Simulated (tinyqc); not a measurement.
Inside a calculation. Method: UHF in the 6-31g basis, for H2-, spin multiplicity 2. The basis has no diffuse functions, so it cannot describe the extra electron: this is an exercise in the method, not the real anion. Computed by tinyqc, a small Python program that keeps every step (integrals from PySCF). Settings: charge = -1, multiplicity = 2, basis = 6-31g, energy threshold = 1e-08, iteration cap = 54, orthogonalisation = symmetric, start = core, DIIS depth = 6, DIIS from iteration = 2, method = UHF. Command: `OMP_NUM_THREADS=1 python tinyqc.py 31650 31651 out.jsonl` (the two numbers bound the seeds that draw the settings). One thread of a shared host (Intel(R) Xeon(R) Processor @ 2.60GHz), about 0.06 s of CPU time with the checks. Later iterations appear only in the table of the cycle.

## One-electron integrals

Geometry (angstrom):
```
atom       x       y       z
H     0.0000  0.0000  0.0000
H     0.0000  0.0000  1.3170
```

Basis 6-31g: exponents (1/bohr^2) and contraction coefficients of normalised primitives:
```
element  l (shell)  exponent  coefficient
H            s (1)   18.7311       0.0335
H            s (1)    2.8254       0.2347
H            s (1)    0.6401       0.8138
H            s (2)    0.1613       1.0000
```

Overlap, kinetic and nuclear-attraction integrals over the contracted functions; the nuclear repulsion is the sum of Za Zb / Rab.

nuclear repulsion = 0.401805 hartree

overlap S, order 1H 1s, 1H 2s, 2H 1s, 2H 2s:
```
[[1.0000, 0.6583, 0.1018, 0.2918],
 [0.6583, 1.0000, 0.2918, 0.6068],
 [0.1018, 0.2918, 1.0000, 0.6583],
 [0.2918, 0.6068, 0.6583, 1.0000]]
```

kinetic energy T (hartree), order 1H 1s, 1H 2s, 2H 1s, 2H 2s:
```
[[1.3957, 0.2597, -0.0477, 0.0524],
 [0.2597, 0.2419, 0.0524, 0.0979],
 [-0.0477, 0.0524, 1.3957, 0.2597],
 [0.0524, 0.0979, 0.2597, 0.2419]]
```

nuclear attraction V (hartree), order 1H 1s, 1H 2s, 2H 1s, 2H 2s:
```
[[-2.0550, -1.0064, -0.1635, -0.4498],
 [-1.0064, -1.0243, -0.4498, -0.6656],
 [-0.1635, -0.4498, -2.0550, -1.0064],
 [-0.4498, -0.6656, -1.0064, -1.0243]]
```

core Hamiltonian H = T + V (hartree), order 1H 1s, 1H 2s, 2H 1s, 2H 2s:
```
[[-0.6593, -0.7467, -0.2112, -0.3974],
 [-0.7467, -0.7824, -0.3974, -0.5677],
 [-0.2112, -0.3974, -0.6593, -0.7467],
 [-0.3974, -0.5677, -0.7467, -0.7824]]
```

## Two-electron integrals

Functions are numbered as in S; the eight-fold symmetry (ij|kl) = (ji|kl) = (kl|ij) leaves the list below.

Two-electron integrals (ij|kl) in chemists' order, unique and non-zero (hartree):
```
(11|11) 1.0766   (21|11) 0.5785   (21|21) 0.3294   (22|11) 0.5874
(22|21) 0.3613   (22|22) 0.4532   (31|11) 0.0721   (31|21) 0.0433
(31|22) 0.0515   (31|31) 0.0094   (32|11) 0.1393   (32|21) 0.0890
(32|22) 0.1201   (32|31) 0.0218   (32|32) 0.0638   (33|11) 0.4008
(33|21) 0.2621   (33|22) 0.3747   (33|31) 0.0721   (33|32) 0.2448
(33|33) 1.0766   (41|11) 0.2448   (41|21) 0.1409   (41|22) 0.1572
(41|31) 0.0218   (41|32) 0.0462   (41|33) 0.1393   (41|41) 0.0638
(42|11) 0.3122   (42|21) 0.1951   (42|22) 0.2537   (42|31) 0.0354
(42|32) 0.0923   (42|33) 0.3122   (42|41) 0.0923   (42|42) 0.1669
(43|11) 0.2621   (43|21) 0.1704   (43|22) 0.2413   (43|31) 0.0433
(43|32) 0.1409   (43|33) 0.5785   (43|41) 0.0890   (43|42) 0.1951
(43|43) 0.3294   (44|11) 0.3747   (44|21) 0.2413   (44|22) 0.3385
(44|31) 0.0515   (44|32) 0.1572   (44|33) 0.5874   (44|41) 0.1201
(44|42) 0.2537   (44|43) 0.3613   (44|44) 0.4532
```

## Orthogonalisation

S = U s U^T; symmetric (Loewdin) form X = U s^(-1/2) U^T, so that X^T S X = 1.

eigenvalues of S: [0.2006, 0.3712, 1.0908, 2.3374]

X, order 1H 1s, 1H 2s, 2H 1s, 2H 2s:
```
[[1.2539, -0.5010, 0.0206, 0.0240],
 [-0.5010, 1.4889, 0.0240, -0.4680],
 [0.0206, 0.0240, 1.2539, -0.5010],
 [0.0240, -0.4680, -0.5010, 1.4889]]
```

## Starting guess

The start is the orbitals of the core Hamiltonian; D(s) = C_occ C_occ^T for each spin.

D(alpha) at the start, order 1H 1s, 1H 2s, 2H 1s, 2H 2s:
```
[[0.2607, 0.3674, -0.0355, -0.1497],
 [0.3674, 0.5566, -0.1497, -0.3462],
 [-0.0355, -0.1497, 0.2607, 0.3674],
 [-0.1497, -0.3462, 0.3674, 0.5566]]
```

D(beta) at the start, order 1H 1s, 1H 2s, 2H 1s, 2H 2s:
```
[[0.1126, 0.1089, 0.1126, 0.1089],
 [0.1089, 0.1052, 0.1089, 0.1052],
 [0.1126, 0.1089, 0.1126, 0.1089],
 [0.1089, 0.1052, 0.1089, 0.1052]]
```

## Iteration 1: building the Fock matrix

J_ij = sum D_kl (ij|kl) with D = D(alpha) + D(beta), K_ij = sum D_kl (ik|jl) for each spin; F = H + J - K(s); E = tr D H + tr D J / 2 - 0.5 sum_s tr D(s) K(s) + E_nn.

Coulomb J (hartree), order 1H 1s, 1H 2s, 2H 1s, 2H 2s:
```
[[1.8183, 1.0826, 0.1854, 0.4958],
 [1.0826, 1.3202, 0.4958, 0.8506],
 [0.1854, 0.4958, 1.8183, 1.0826],
 [0.4958, 0.8506, 1.0826, 1.3202]]
```

exchange K(alpha) (hartree), order 1H 1s, 1H 2s, 2H 1s, 2H 2s:
```
[[0.7542, 0.5586, 0.0964, 0.2466],
 [0.5586, 0.5046, 0.2466, 0.3322],
 [0.0964, 0.2466, 0.7542, 0.5586],
 [0.2466, 0.3322, 0.5586, 0.5046]]
```

exchange K(beta) (hartree), order 1H 1s, 1H 2s, 2H 1s, 2H 2s:
```
[[0.4030, 0.3463, 0.2055, 0.2675],
 [0.3463, 0.3504, 0.2675, 0.3120],
 [0.2055, 0.2675, 0.4030, 0.3463],
 [0.2675, 0.3120, 0.3463, 0.3504]]
```

F(alpha) (hartree), order 1H 1s, 1H 2s, 2H 1s, 2H 2s:
```
[[0.4047, -0.2226, -0.1222, -0.1483],
 [-0.2226, 0.0332, -0.1483, -0.0493],
 [-0.1222, -0.1483, 0.4047, -0.2226],
 [-0.1483, -0.0493, -0.2226, 0.0332]]
```

F(beta) (hartree), order 1H 1s, 1H 2s, 2H 1s, 2H 2s:
```
[[0.7559, -0.0103, -0.2313, -0.1691],
 [-0.0103, 0.1874, -0.1691, -0.0292],
 [-0.2313, -0.1691, 0.7559, -0.0103],
 [-0.1691, -0.0292, -0.0103, 0.1874]]
```

total energy of this density = -0.857612 hartree

## Iteration 1: diagonalisation and new density

Diagonalise F' = X^T F X, C = X C', fill 2 alpha and 1 beta electrons from the bottom; D(s) = C_occ C_occ^T. Each column has its largest component positive (the first on a tie).

F' = X^T F X (alpha) (hartree):
```
[[0.9134, -0.6784, -0.0071, -0.0525],
 [-0.6784, 0.5113, -0.0525, -0.1026],
 [-0.0071, -0.0525, 0.9134, -0.6784],
 [-0.0525, -0.1026, -0.6784, 0.5113]]
```

orbital energies (alpha) (hartree): [-0.1146, 0.1228, 1.4116, 1.4295]

coefficients C (alpha), order 1H 1s, 1H 2s, 2H 1s, 2H 2s:
```
[[0.2504, 0.2463, -0.9152, 0.9291],
 [0.3906, 0.8594, 1.1462, -0.6945],
 [0.2504, -0.2463, 0.9152, 0.9291],
 [0.3906, -0.8594, -1.1462, -0.6945]]
```

F' = X^T F X (beta) (hartree):
```
[[1.2310, -0.5526, -0.1248, -0.1177],
 [-0.5526, 0.6172, -0.1177, -0.1581],
 [-0.1248, -0.1177, 1.2310, -0.5526],
 [-0.1177, -0.1581, -0.5526, 0.6172]]
```

orbital energies (beta) (hartree): [0.0384, 0.5427, 1.5270, 1.5884]

coefficients C (beta), order 1H 1s, 1H 2s, 2H 1s, 2H 2s:
```
[[0.1934, 0.0839, 0.9426, -0.9441],
 [0.4321, 1.0451, -0.6695, 0.9799],
 [0.1934, -0.0839, 0.9426, 0.9441],
 [0.4321, -1.0451, -0.6695, -0.9799]]
```

D(alpha) after iteration 1, order 1H 1s, 1H 2s, 2H 1s, 2H 2s:
```
[[0.1233, 0.3094, 0.0020, -0.1139],
 [0.3094, 0.8911, -0.1139, -0.5860],
 [0.0020, -0.1139, 0.1233, 0.3094],
 [-0.1139, -0.5860, 0.3094, 0.8911]]
```

D(beta) after iteration 1, order 1H 1s, 1H 2s, 2H 1s, 2H 2s:
```
[[0.0374, 0.0836, 0.0374, 0.0836],
 [0.0836, 0.1867, 0.0836, 0.1867],
 [0.0374, 0.0836, 0.0374, 0.0836],
 [0.0836, 0.1867, 0.0836, 0.1867]]
```

## Iteration 2: building the Fock matrix

As before.

Coulomb J (hartree), order 1H 1s, 1H 2s, 2H 1s, 2H 2s:
```
[[1.6682, 1.0112, 0.1722, 0.4626],
 [1.0112, 1.2662, 0.4626, 0.8123],
 [0.1722, 0.4626, 1.6682, 1.0112],
 [0.4626, 0.8123, 1.0112, 1.2662]]
```

exchange K(alpha) (hartree), order 1H 1s, 1H 2s, 2H 1s, 2H 2s:
```
[[0.6254, 0.5136, 0.0987, 0.2318],
 [0.5136, 0.5130, 0.2318, 0.3332],
 [0.0987, 0.2318, 0.6254, 0.5136],
 [0.2318, 0.3332, 0.5136, 0.5130]]
```

exchange K(beta) (hartree), order 1H 1s, 1H 2s, 2H 1s, 2H 2s:
```
[[0.3205, 0.3128, 0.1724, 0.2460],
 [0.3128, 0.3604, 0.2460, 0.3224],
 [0.1724, 0.2460, 0.3205, 0.3128],
 [0.2460, 0.3224, 0.3128, 0.3604]]
```

F(alpha) (hartree), order 1H 1s, 1H 2s, 2H 1s, 2H 2s:
```
[[0.3834, -0.2491, -0.1378, -0.1666],
 [-0.2491, -0.0292, -0.1666, -0.0886],
 [-0.1378, -0.1666, 0.3834, -0.2491],
 [-0.1666, -0.0886, -0.2491, -0.0292]]
```

F(beta) (hartree), order 1H 1s, 1H 2s, 2H 1s, 2H 2s:
```
[[0.6884, -0.0483, -0.2114, -0.1808],
 [-0.0483, 0.1235, -0.1808, -0.0778],
 [-0.2114, -0.1808, 0.6884, -0.0483],
 [-0.1808, -0.0778, -0.0483, 0.1235]]
```

total energy of this density = -0.947150 hartree

## Iteration 2: diagonalisation and new density

As before.

F' = X^T F X (alpha) (hartree):
```
[[0.8969, -0.6740, -0.0191, -0.0535],
 [-0.6740, 0.4395, -0.0535, -0.1014],
 [-0.0191, -0.0535, 0.8969, -0.6740],
 [-0.0535, -0.1014, -0.6740, 0.4395]]
```

orbital energies (alpha) (hartree): [-0.1680, 0.0802, 1.3766, 1.3838]

coefficients C (alpha), order 1H 1s, 1H 2s, 2H 1s, 2H 2s:
```
[[0.2377, 0.2218, -0.9215, 0.9324],
 [0.4000, 0.8897, 1.1229, -0.6891],
 [0.2377, -0.2218, 0.9215, 0.9324],
 [0.4000, -0.8897, -1.1229, -0.6891]]
```

F' = X^T F X (beta) (hartree):
```
[[1.1581, -0.5477, -0.0945, -0.1146],
 [-0.5477, 0.5628, -0.1146, -0.1835],
 [-0.0945, -0.1146, 1.1581, -0.5477],
 [-0.1146, -0.1835, -0.5477, 0.5628]]
```

orbital energies (beta) (hartree): [-0.0241, 0.4978, 1.4669, 1.5010]

coefficients C (beta), order 1H 1s, 1H 2s, 2H 1s, 2H 2s:
```
[[0.1806, 0.1120, 0.9451, -0.9412],
 [0.4411, 1.0154, -0.6636, 1.0106],
 [0.1806, -0.1120, 0.9451, 0.9412],
 [0.4411, -1.0154, -0.6636, -1.0106]]
```

D(alpha) after iteration 2, order 1H 1s, 1H 2s, 2H 1s, 2H 2s:
```
[[0.1057, 0.2924, 0.0073, -0.1022],
 [0.2924, 0.9515, -0.1022, -0.6316],
 [0.0073, -0.1022, 0.1057, 0.2924],
 [-0.1022, -0.6316, 0.2924, 0.9515]]
```

D(beta) after iteration 2, order 1H 1s, 1H 2s, 2H 1s, 2H 2s:
```
[[0.0326, 0.0797, 0.0326, 0.0797],
 [0.0797, 0.1946, 0.0797, 0.1946],
 [0.0326, 0.0797, 0.0326, 0.0797],
 [0.0797, 0.1946, 0.0797, 0.1946]]
```

## Iteration 3: building the Fock matrix

As before.

Coulomb J (hartree), order 1H 1s, 1H 2s, 2H 1s, 2H 2s:
```
[[1.6481, 1.0015, 0.1704, 0.4581],
 [1.0015, 1.2587, 0.4581, 0.8069],
 [0.1704, 0.4581, 1.6481, 1.0015],
 [0.4581, 0.8069, 1.0015, 1.2587]]
```

exchange K(alpha) (hartree), order 1H 1s, 1H 2s, 2H 1s, 2H 2s:
```
[[0.6042, 0.5052, 0.0996, 0.2295],
 [0.5052, 0.5132, 0.2295, 0.3328],
 [0.0996, 0.2295, 0.6042, 0.5052],
 [0.2295, 0.3328, 0.5052, 0.5132]]
```

exchange K(beta) (hartree), order 1H 1s, 1H 2s, 2H 1s, 2H 2s:
```
[[0.3130, 0.3092, 0.1692, 0.2436],
 [0.3092, 0.3605, 0.2436, 0.3226],
 [0.1692, 0.2436, 0.3130, 0.3092],
 [0.2436, 0.3226, 0.3092, 0.3605]]
```

F(alpha) (hartree), order 1H 1s, 1H 2s, 2H 1s, 2H 2s:
```
[[0.3845, -0.2505, -0.1405, -0.1688],
 [-0.2505, -0.0369, -0.1688, -0.0935],
 [-0.1405, -0.1688, 0.3845, -0.2505],
 [-0.1688, -0.0935, -0.2505, -0.0369]]
```

F(beta) (hartree), order 1H 1s, 1H 2s, 2H 1s, 2H 2s:
```
[[0.6757, -0.0544, -0.2101, -0.1829],
 [-0.0544, 0.1158, -0.1829, -0.0834],
 [-0.2101, -0.1829, 0.6757, -0.0544],
 [-0.1829, -0.0834, -0.0544, 0.1158]]
```

total energy of this density = -0.948900 hartree

## Iteration 3: DIIS over 2 matrices

error matrix X^T (FDS - SDF) X (alpha):
```
[[0.0000, 0.0065, 0.0000, -0.0017],
 [-0.0065, 0.0000, 0.0017, 0.0000],
 [0.0000, -0.0017, 0.0000, 0.0065],
 [0.0017, 0.0000, -0.0065, 0.0000]]
```

B (overlaps of the stored error matrices):
```
[[4.0913793e-03, 7.2522565e-04],
 [7.2522565e-04, 1.7976096e-04]]
```

Minimise |sum c_i e_i|^2 with sum c_i = 1: solve [B -1; -1 0][c; lambda] = [0; -1] with B_ij = tr e_i^T e_j summed over both spins, and take F = sum c_i F_i.

DIIS coefficients: [-0.1934, 1.1934]

extrapolated F(alpha) (hartree), order 1H 1s, 1H 2s, 2H 1s, 2H 2s:
```
[[0.3848, -0.2507, -0.1410, -0.1692],
 [-0.2507, -0.0384, -0.1692, -0.0945],
 [-0.1410, -0.1692, 0.3848, -0.2507],
 [-0.1692, -0.0945, -0.2507, -0.0384]]
```

extrapolated F(beta) (hartree), order 1H 1s, 1H 2s, 2H 1s, 2H 2s:
```
[[0.6733, -0.0556, -0.2098, -0.1833],
 [-0.0556, 0.1143, -0.1833, -0.0845],
 [-0.2098, -0.1833, 0.6733, -0.0556],
 [-0.1833, -0.0845, -0.0556, 0.1143]]
```

## Iteration 3: diagonalisation and new density

As before.

F' = X^T F X (alpha) (hartree):
```
[[0.8985, -0.6713, -0.0222, -0.0540],
 [-0.6713, 0.4266, -0.0540, -0.1006],
 [-0.0222, -0.0540, 0.8985, -0.6713],
 [-0.0540, -0.1006, -0.6713, 0.4266]]
```

orbital energies (alpha) (hartree): [-0.1747, 0.0761, 1.3719, 1.3769]

coefficients C (alpha), order 1H 1s, 1H 2s, 2H 1s, 2H 2s:
```
[[0.2343, 0.2149, -0.9231, 0.9333],
 [0.4025, 0.8981, 1.1162, -0.6877],
 [0.2343, -0.2149, 0.9231, 0.9333],
 [0.4025, -0.8981, -1.1162, -0.6877]]
```

F' = X^T F X (beta) (hartree):
```
[[1.1413, -0.5471, -0.0913, -0.1144],
 [-0.5471, 0.5557, -0.1144, -0.1865],
 [-0.0913, -0.1144, 1.1413, -0.5471],
 [-0.1144, -0.1865, -0.5471, 0.5557]]
```

orbital energies (beta) (hartree): [-0.0343, 0.4900, 1.4535, 1.4848]

coefficients C (beta), order 1H 1s, 1H 2s, 2H 1s, 2H 2s:
```
[[0.1813, 0.1183, 0.9450, -0.9404],
 [0.4406, 1.0087, -0.6639, 1.0173],
 [0.1813, -0.1183, 0.9450, 0.9404],
 [0.4406, -1.0087, -0.6639, -1.0173]]
```

D(alpha) after iteration 3, order 1H 1s, 1H 2s, 2H 1s, 2H 2s:
```
[[0.1011, 0.2873, 0.0087, -0.0987],
 [0.2873, 0.9686, -0.0987, -0.6445],
 [0.0087, -0.0987, 0.1011, 0.2873],
 [-0.0987, -0.6445, 0.2873, 0.9686]]
```

D(beta) after iteration 3, order 1H 1s, 1H 2s, 2H 1s, 2H 2s:
```
[[0.0329, 0.0799, 0.0329, 0.0799],
 [0.0799, 0.1941, 0.0799, 0.1941],
 [0.0329, 0.0799, 0.0329, 0.0799],
 [0.0799, 0.1941, 0.0799, 0.1941]]
```

## Iteration 4: building the Fock matrix

As before.

Coulomb J (hartree), order 1H 1s, 1H 2s, 2H 1s, 2H 2s:
```
[[1.6441, 0.9995, 0.1700, 0.4572],
 [0.9995, 1.2572, 0.4572, 0.8058],
 [0.1700, 0.4572, 1.6441, 0.9995],
 [0.4572, 0.8058, 0.9995, 1.2572]]
```

exchange K(alpha) (hartree), order 1H 1s, 1H 2s, 2H 1s, 2H 2s:
```
[[0.5983, 0.5029, 0.0999, 0.2288],
 [0.5029, 0.5132, 0.2288, 0.3326],
 [0.0999, 0.2288, 0.5983, 0.5029],
 [0.2288, 0.3326, 0.5029, 0.5132]]
```

exchange K(beta) (hartree), order 1H 1s, 1H 2s, 2H 1s, 2H 2s:
```
[[0.3135, 0.3094, 0.1694, 0.2437],
 [0.3094, 0.3605, 0.2437, 0.3226],
 [0.1694, 0.2437, 0.3135, 0.3094],
 [0.2437, 0.3226, 0.3094, 0.3605]]
```

F(alpha) (hartree), order 1H 1s, 1H 2s, 2H 1s, 2H 2s:
```
[[0.3865, -0.2500, -0.1411, -0.1690],
 [-0.2500, -0.0384, -0.1690, -0.0945],
 [-0.1411, -0.1690, 0.3865, -0.2500],
 [-0.1690, -0.0945, -0.2500, -0.0384]]
```

F(beta) (hartree), order 1H 1s, 1H 2s, 2H 1s, 2H 2s:
```
[[0.6713, -0.0566, -0.2106, -0.1839],
 [-0.0566, 0.1143, -0.1839, -0.0845],
 [-0.2106, -0.1839, 0.6713, -0.0566],
 [-0.1839, -0.0845, -0.0566, 0.1143]]
```

total energy of this density = -0.948995 hartree

## Iteration 4: DIIS over 3 matrices

error matrix X^T (FDS - SDF) X (alpha):
```
[[0.0000, 0.0012, 0.0000, -0.0002],
 [-0.0012, 0.0000, 0.0002, 0.0000],
 [0.0000, -0.0002, 0.0000, 0.0012],
 [0.0002, 0.0000, -0.0012, 0.0000]]
```

B (overlaps of the stored error matrices):
```
[[4.0913793e-03, 7.2522565e-04, 6.8217892e-05],
 [7.2522565e-04, 1.7976096e-04, 3.6919578e-05],
 [6.8217892e-05, 3.6919578e-05, 1.3301218e-05]]
```

As before.

DIIS coefficients: [0.1170, -0.8195, 1.7025]

extrapolated F(alpha) (hartree), order 1H 1s, 1H 2s, 2H 1s, 2H 2s:
```
[[0.3877, -0.2495, -0.1412, -0.1689],
 [-0.2495, -0.0386, -0.1689, -0.0946],
 [-0.1412, -0.1689, 0.3877, -0.2495],
 [-0.1689, -0.0946, -0.2495, -0.0386]]
```

extrapolated F(beta) (hartree), order 1H 1s, 1H 2s, 2H 1s, 2H 2s:
```
[[0.6697, -0.0573, -0.2112, -0.1844],
 [-0.0573, 0.1141, -0.1844, -0.0846],
 [-0.2112, -0.1844, 0.6697, -0.0573],
 [-0.1844, -0.0846, -0.0573, 0.1141]]
```

## Iteration 4: diagonalisation and new density

As before.

F' = X^T F X (alpha) (hartree):
```
[[0.9016, -0.6707, -0.0227, -0.0540],
 [-0.6707, 0.4254, -0.0540, -0.1004],
 [-0.0227, -0.0540, 0.9016, -0.6707],
 [-0.0540, -0.1004, -0.6707, 0.4254]]
```

orbital energies (alpha) (hartree): [-0.1739, 0.0770, 1.3732, 1.3777]

coefficients C (alpha), order 1H 1s, 1H 2s, 2H 1s, 2H 2s:
```
[[0.2331, 0.2130, -0.9235, 0.9336],
 [0.4034, 0.9003, 1.1144, -0.6872],
 [0.2331, -0.2130, 0.9235, 0.9336],
 [0.4034, -0.9003, -1.1144, -0.6872]]
```

F' = X^T F X (beta) (hartree):
```
[[1.1378, -0.5477, -0.0923, -0.1149],
 [-0.5477, 0.5565, -0.1149, -0.1859],
 [-0.0923, -0.1149, 1.1378, -0.5477],
 [-0.1149, -0.1859, -0.5477, 0.5565]]
```

orbital energies (beta) (hartree): [-0.0356, 0.4895, 1.4517, 1.4830]

coefficients C (beta), order 1H 1s, 1H 2s, 2H 1s, 2H 2s:
```
[[0.1834, 0.1195, 0.9446, -0.9402],
 [0.4392, 1.0073, -0.6648, 1.0187],
 [0.1834, -0.1195, 0.9446, 0.9402],
 [0.4392, -1.0073, -0.6648, -1.0187]]
```

D(alpha) after iteration 4, order 1H 1s, 1H 2s, 2H 1s, 2H 2s:
```
[[0.0997, 0.2858, 0.0090, -0.0978],
 [0.2858, 0.9732, -0.0978, -0.6478],
 [0.0090, -0.0978, 0.0997, 0.2858],
 [-0.0978, -0.6478, 0.2858, 0.9732]]
```

D(beta) after iteration 4, order 1H 1s, 1H 2s, 2H 1s, 2H 2s:
```
[[0.0336, 0.0805, 0.0336, 0.0805],
 [0.0805, 0.1929, 0.0805, 0.1929],
 [0.0336, 0.0805, 0.0336, 0.0805],
 [0.0805, 0.1929, 0.0805, 0.1929]]
```

## Iteration 6 (converged): orbitals

converged F(alpha) (hartree), order 1H 1s, 1H 2s, 2H 1s, 2H 2s:
```
[[0.3877, -0.2495, -0.1411, -0.1689],
 [-0.2495, -0.0386, -0.1689, -0.0946],
 [-0.1411, -0.1689, 0.3877, -0.2495],
 [-0.1689, -0.0946, -0.2495, -0.0386]]
```

converged F(beta) (hartree), order 1H 1s, 1H 2s, 2H 1s, 2H 2s:
```
[[0.6697, -0.0574, -0.2112, -0.1844],
 [-0.0574, 0.1141, -0.1844, -0.0846],
 [-0.2112, -0.1844, 0.6697, -0.0574],
 [-0.1844, -0.0846, -0.0574, 0.1141]]
```

As before.

F' = X^T F X (alpha) (hartree):
```
[[0.9016, -0.6707, -0.0226, -0.0540],
 [-0.6707, 0.4253, -0.0540, -0.1005],
 [-0.0226, -0.0540, 0.9016, -0.6707],
 [-0.0540, -0.1005, -0.6707, 0.4253]]
```

orbital energies (alpha) (hartree): [-0.1739, 0.0769, 1.3732, 1.3778]

coefficients C (alpha), order 1H 1s, 1H 2s, 2H 1s, 2H 2s:
```
[[0.2331, 0.2131, -0.9235, 0.9336],
 [0.4034, 0.9002, 1.1144, -0.6871],
 [0.2331, -0.2131, 0.9235, 0.9336],
 [0.4034, -0.9002, -1.1144, -0.6871]]
```

F' = X^T F X (beta) (hartree):
```
[[1.1377, -0.5477, -0.0923, -0.1150],
 [-0.5477, 0.5565, -0.1150, -0.1859],
 [-0.0923, -0.1150, 1.1377, -0.5477],
 [-0.1150, -0.1859, -0.5477, 0.5565]]
```

orbital energies (beta) (hartree): [-0.0357, 0.4895, 1.4516, 1.4829]

coefficients C (beta), order 1H 1s, 1H 2s, 2H 1s, 2H 2s:
```
[[0.1834, 0.1195, 0.9446, -0.9402],
 [0.4392, 1.0073, -0.6649, 1.0187],
 [0.1834, -0.1195, 0.9446, 0.9402],
 [0.4392, -1.0073, -0.6649, -1.0187]]
```

D(alpha) after iteration 6, order 1H 1s, 1H 2s, 2H 1s, 2H 2s:
```
[[0.0997, 0.2858, 0.0089, -0.0978],
 [0.2858, 0.9732, -0.0978, -0.6477],
 [0.0089, -0.0978, 0.0997, 0.2858],
 [-0.0978, -0.6477, 0.2858, 0.9732]]
```

D(beta) after iteration 6, order 1H 1s, 1H 2s, 2H 1s, 2H 2s:
```
[[0.0336, 0.0805, 0.0336, 0.0805],
 [0.0805, 0.1929, 0.0805, 0.1929],
 [0.0336, 0.0805, 0.0336, 0.0805],
 [0.0805, 0.1929, 0.0805, 0.1929]]
```

## Convergence

Stop when the energy changes by less than 1e-08 hartree and every element of the error matrix X^T (F D S - S D F) X (for each spin) is below 3e-05.

Course of the cycle:
```
iteration  E (hartree)     change  largest element of the error matrix
1            -0.857612          -                             1.70e-01
2            -0.947150  -8.95e-02                             2.78e-02
3            -0.948900  -1.75e-03                             6.46e-03
4            -0.948995  -9.52e-05                             1.25e-03
5            -0.949003  -8.25e-06                             6.58e-05
6            -0.949003  -9.79e-09                             8.67e-07
```

PySCF UHF in the same basis, after a stability check = -0.949003 hartree

Converged in 6 iterations.

## Populations, bond orders and dipole

Mulliken: Z minus the diagonal of D S on the atom; Loewdin: the same with S^(1/2) D S^(1/2); Mayer order: 2 sum_s sum (D(s) S)_ij (D(s) S)_ji over the two atoms.

Charges (e):
```
atom  Mulliken  Loewdin  Mulliken spin
1H     -0.5000  -0.5000         0.5000
2H     -0.5000  -0.5000         0.5000
```

Mayer bond orders:
```
pair   order
2-1   0.4124
```

dipole moment about the origin, x y z (debye): [0.0000, 0.0000, -3.1629]

<S^2> of the determinant (pure state: 0.75) = 0.7528
